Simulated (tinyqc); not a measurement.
From results back to parameters: donor level screened by free carriers (Yukawa potential). Four cases, with inputs chosen for the exercise.

Problem. With Debye screening alone, ks^2 = 4 pi q n/(eps kB T), 1e18/cm^3 = 1e-6/angstrom^3. The converged binding was computed from a hidden density.

Potential -(q/(eps r)) exp(-ks r), q = e^2/(4 pi eps0). In units Ry* = Ry m/eps^2 and a* = a0 eps/m the problem is [-Laplacian - 2 exp(-x r)/r] psi = E psi with x = ks a*.

Converged values use 18 functions exp(-z r), z = 1.55^i, i = -11 to 6: S = 2/A^3, H = z_i z_j S - 2/(A + x)^2, A = z_i + z_j.

Constants: e^2/(4 pi eps0) = 14.39964547 eV angstrom; kB = 8.617333262e-05 eV/K.

Find: x; n.

Method. The binding in Ry* falls steadily with x, so bisection gives x; then n = (x/a*)^2 eps kB T/(4 pi q).

Case 1.

Values chosen (out of a larger set: near those of a donor in InP, with one mean mass; not measured data): eps = 12.7 (dielectric constant); T = 200 K (temperature).

Ry* = 6.917 meV
a* = 81.96 angstrom
binding = 3.5813 meV

Solution.

x = 0.298
n = 0.016 x 1e18/cm^3

Case 2.

Values chosen (out of a larger set: near those of a donor in Ge, with one mean mass; not measured data): eps = 15.7 (dielectric constant); T = 300 K (temperature).

Ry* = 9.052 meV
a* = 50.66 angstrom
binding = 1.0836 meV

Solution.

x = 0.741
n = 0.48 x 1e18/cm^3

Case 3.

Values chosen (out of a larger set: near those of a donor in GaN, with one mean mass; not measured data): eps = 9.6 (dielectric constant); T = 77 K (temperature).

Ry* = 30.412 meV
a* = 24.66 angstrom
binding = 13.7886 meV

Solution.

x = 0.350
n = 0.071 x 1e18/cm^3

Case 4.

Values chosen (out of a larger set: near those of a donor in GaAs, with one mean mass; not measured data): eps = 12.7 (dielectric constant); T = 300 K (temperature).

Ry* = 5.567 meV
a* = 101.83 angstrom
binding = 1.6713 meV

Solution.

x = 0.496
n = 0.043 x 1e18/cm^3

Computed by tinyqc, one run a case: `OMP_NUM_THREADS=1 python tinyqc.py N N+1 out.jsonl` with N = 1251214, 1251268, 1251321, 1251462; one thread of a shared Intel(R) Xeon(R) Processor @ 2.30GHz, about 0.01 s a run at most.
